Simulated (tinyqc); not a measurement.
Relaxation at fixed composition: composition and strain of an epitaxial Si(1-x)Ge(x) layer from Raman and X-ray peaks. Computed by tinyqc, a small Python program. Command: `OMP_NUM_THREADS=1 python tinyqc.py 3031221 3031222 out.jsonl epiraman walk`. One thread of a shared host (Intel(R) Xeon(R) Processor @ 2.30GHz), about 0.01 s of CPU time with the checks.

A (001) layer, biaxially strained in the plane. The Raman peaks follow empirical lines omega = w0 + c1 x + c3 x^3 + b eps (c3 for Si-Ge alone), with eps the in-plane strain.

Inputs (values chosen for the exercise, modelled on silicon-germanium): Ge fraction x = 0.55; lattice constant of Si = 5.431 angstrom; lattice constant of Ge = 5.658 angstrom; bowing B = 0.03 angstrom; 2 C12/C11 of Si = 0.775; 2 C12/C11 of Ge = 0.748; Si-Si: w0 = 520.7 1/cm; Si-Si: c1 = -69.3 1/cm; Si-Si: strain coefficient b = -753 1/cm; Ge-Ge: w0 = 280 1/cm; Ge-Ge: c1 = 19.3 1/cm; Ge-Ge: strain coefficient b = -445 1/cm; X-ray wavelength = 1.540598 angstrom.

Substrate: silicon.

Method:
- Relaxed lattice constant a(x) = a_Si + (a_Ge - a_Si) x - B x (1 - x).
- In-plane constant a_par = a_sub + R (a(x) - a_sub); eps = a_par/a(x) - 1; eps_perp = -(2 C12/C11) eps with 2 C12/C11 linear in x; a_perp = a(x) (1 + eps_perp).
- (004) Bragg angle theta = arcsin(2 lambda/a), with a = a_perp for the layer and a_sub for the substrate; separation = layer less substrate. The apparent x is the one that a fully strained layer (R = 0) would need to give the same a_perp.

Signatures; columns: (1) R; (2) eps (per mille); (3) Si-Si (1/cm); (4) Ge-Ge (1/cm); (5) a_perp (angstrom); (6) (004) separation (arcsec); (7) apparent x if R = 0 is assumed:
```
(1)       (2)     (3)     (4)     (5)      (6)      (7)
0.00  -21.164  498.52  300.03  5.6377  -5165.7  0.55000
0.15  -17.989  496.13  298.62  5.6243  -4845.1  0.51654
0.30  -14.815  493.74  297.21  5.6109  -4522.6  0.48281
0.50  -10.582  490.55  295.32  5.5931  -4089.7  0.43741
0.70   -6.349  487.37  293.44  5.5752  -3653.4  0.39152
0.85   -3.175  484.98  292.03  5.5618  -3324.0  0.35676
1.00    0.000  482.58  290.62  5.5484  -2992.6  0.32170
```

What does the comparison show, and why?

Full relaxation moves the Si-Si peak by -15.94 per cm and shrinks the X-ray separation to 58 % of its strained value, about 1/(1 + 2 C12/C11). A symmetric reflection alone cannot part x from R: a relaxed layer read as strained gives x = 0.322 in place of 0.55. An asymmetric reflection or a second peak is needed.

Extremes, crossings and ranges named in words are read from the listed rows.
